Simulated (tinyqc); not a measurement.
Worked calculation: CIS and TDHF on RHF in the sto-3g basis, for BeH2, spin multiplicity 1. One step of it, computed by the program tinyqc.

Task: TDHF (RPA) singlet states. B(ia,jb) = 2 (ia|jb) - (ib|ja); the squared energies are the eigenvalues of (A - B)(A + B); 1 hartree = 27.211386 eV.

CIS matrix A, singlet (hartree), lower triangle:
```
          1>4       1>5        1>6        1>7       2>4       2>5       2>6        2>7
1>4  4.193404
1>5  0.000000  4.193404
1>6  0.000000  0.000000   4.554751
1>7  0.000000  0.000000   0.000000   4.937344
2>4  0.038682  0.000000   0.000000   0.000000  0.399750
2>5  0.000000  0.038682   0.000000   0.000000  0.000000  0.399750
2>6  0.000000  0.000000  -0.001269   0.000000  0.000000  0.000000  0.681021
2>7  0.000000  0.000000   0.000000   0.023699  0.000000  0.000000  0.000000   1.096341
3>4  0.000000  0.000000   0.000000   0.000000  0.000000  0.000000  0.000000   0.000000
3>5  0.000000  0.000000   0.000000   0.000000  0.000000  0.000000  0.000000   0.000000
3>6  0.000000  0.000000   0.000000  -0.015590  0.000000  0.000000  0.000000  -0.020502
3>7  0.000000  0.000000  -0.017894   0.000000  0.000000  0.000000  0.002862   0.000000

          3>4       3>5       3>6       3>7
3>4  0.306804
3>5  0.000000  0.306804
3>6  0.000000  0.000000  0.645782
3>7  0.000000  0.000000  0.000000  1.093042
```

Two-electron integrals over orbitals (pq|rs), unique and non-zero (hartree):
```
(11|11) 2.271487    (21|11) -0.199276   (21|21) 0.026826    (22|11) 0.488919
(22|21) -0.006762   (22|22) 0.399258    (31|31) 0.006059    (32|31) 0.014285
(32|32) 0.164559    (33|11) 0.459507    (33|21) -0.002836   (33|22) 0.412618
(33|33) 0.435771    (41|41) 0.015767    (42|41) 0.015305    (42|42) 0.049510
(43|43) 0.014725    (44|11) 0.569173    (44|21) -0.008072   (44|22) 0.369697
(44|33) 0.357177    (44|44) 0.449859    (51|51) 0.015767    (52|51) 0.015305
(52|52) 0.049510    (53|53) 0.014725    (54|54) 0.024249    (55|11) 0.569173
(55|21) -0.008072   (55|22) 0.369697    (55|33) 0.357177    (55|44) 0.401360
(55|55) 0.449859    (61|11) -0.180725   (61|21) 0.025000    (61|22) -0.006792
(61|33) -0.004129   (61|44) -0.004695   (61|55) -0.004695   (61|61) 0.023541
(62|11) 0.110559    (62|21) -0.006664   (62|22) -0.025001   (62|33) -0.047928
(62|44) 0.051807    (62|55) 0.051807    (62|61) -0.003928   (62|62) 0.077571
(63|31) -0.002711   (63|32) -0.094833   (63|63) 0.083415    (64|41) 0.016350
(64|42) 0.047444    (64|64) 0.050931    (65|51) 0.016350    (65|52) 0.047444
(65|65) 0.050931    (66|11) 0.476387    (66|21) -0.006587   (66|22) 0.397562
(66|33) 0.408592    (66|44) 0.367773    (66|55) 0.367773    (66|61) -0.006026
(66|62) -0.035179   (66|66) 0.412278    (71|31) 0.011285    (71|32) 0.020574
(71|63) -0.002138   (71|71) 0.021459    (72|31) 0.003471    (72|32) -0.044472
(72|63) 0.061199    (72|71) 0.007295    (72|72) 0.056581    (73|11) 0.139610
(73|21) -0.005123   (73|22) -0.006075   (73|33) -0.021281   (73|44) 0.058884
(73|55) 0.058884    (73|61) -0.003290   (73|62) 0.072881    (73|66) -0.026642
(73|73) 0.082294    (74|43) 0.013780    (74|74) 0.016526    (75|53) 0.013780
(75|75) 0.016526    (76|31) 0.011314    (76|32) 0.142900    (76|63) -0.095545
(76|71) 0.016445    (76|72) -0.055992   (76|76) 0.140855    (77|11) 0.578416
(77|21) -0.009108   (77|22) 0.429050    (77|33) 0.447877    (77|44) 0.391530
(77|55) 0.391530    (77|61) -0.008842   (77|62) -0.037238   (77|66) 0.436724
(77|73) -0.011593   (77|77) 0.489969
```

Give: TDHF matrix B, singlet; squared energies w^2; TDHF energies from the positive w^2.

Result:

TDHF matrix B, singlet (hartree), lower triangle:
```
        1>4     1>5      1>6      1>7     2>4     2>5     2>6     2>7
1>4  0.0158
1>5  0.0000  0.0158
1>6  0.0000  0.0000   0.0235
1>7  0.0000  0.0000   0.0000   0.0215
2>4  0.0153  0.0000   0.0000   0.0000  0.0495
2>5  0.0000  0.0153   0.0000   0.0000  0.0000  0.0495
2>6  0.0000  0.0000  -0.0039   0.0000  0.0000  0.0000  0.0776
2>7  0.0000  0.0000   0.0000   0.0073  0.0000  0.0000  0.0000  0.0566
3>4  0.0000  0.0000   0.0000   0.0000  0.0000  0.0000  0.0000  0.0000
3>5  0.0000  0.0000   0.0000   0.0000  0.0000  0.0000  0.0000  0.0000
3>6  0.0000  0.0000   0.0000  -0.0010  0.0000  0.0000  0.0000  0.0495
3>7  0.0000  0.0000  -0.0044   0.0000  0.0000  0.0000  0.0846  0.0000

        3>4     3>5     3>6     3>7
3>4  0.0147
3>5  0.0000  0.0147
3>6  0.0000  0.0000  0.0834
3>7  0.0000  0.0000  0.0000  0.0823
```

squared energies w^2 (hartree^2): 0.0939  0.0939  0.1570  0.1570  0.4063  0.4522  1.1791  1.1981  17.5872  17.5872  20.7460  24.3788

TDHF energies from the positive w^2 (eV): 8.3389  8.3389  10.7828  10.7828  17.3446  18.2984  29.5474  29.7847  114.1168  114.1168  123.9417  134.3560
